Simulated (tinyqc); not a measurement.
Switching kinetics of a ferroelectric film and the memory window of a ferroelectric gate stack: one step, computed by the program tinyqc. Command: `OMP_NUM_THREADS=1 python tinyqc.py 3008273 3008274 out.jsonl feswitch walk`. One thread of a shared host (Intel(R) Xeon(R) Processor @ 2.30GHz), about 0.01 s of CPU time with the checks.

Fields in MV/cm; 1 microcoulomb/cm^2 over eps_0 is 11.29409 MV/cm. In the stack (metal, ferroelectric, interlayer, channel) the channel is taken as a conductor.

Question. Memory window. Saturated branches: P(E) = P_s tanh[(E -/+ E_c)/(2 delta)], delta = E_c/ln[(1 + P_r/P_s)/(1 - P_r/P_s)]; D = P + eps_0 eps_F E. At threshold the channel charge is negligible, so D = 0 on each branch: (1 - s) P(E) + eps_0 eps_F E = 0, with the screened share s. The rising branch has the root E0 between 0 and E_c; window = 2 E0 t_F; its upper bound is 2 E_c t_F.

Inputs (values chosen for the exercise, for a model film): saturation polarisation P_s = 20 microcoulomb/cm^2; ratio P_r/P_s = 0.76; coercive field E_c = 1.5 MV/cm; permittivity of the ferroelectric eps_F = 25; thickness t_F = 17 nm; share s of P screened by trapped charge = 0.89.

delta = 0.7528495 MV/cm

Give: field E0; memory window; bound 2 E_c t_F; fixed-charge estimate 2 (1 - s) P_r t_F/(eps_0 eps_F).

Answer.

field E0 = 0.5536 MV/cm

memory window = 1.882 V

bound 2 E_c t_F = 5.1 V

fixed-charge estimate 2 (1 - s) P_r t_F/(eps_0 eps_F) = 2.568 V

Charge and coercive field both limit the window.
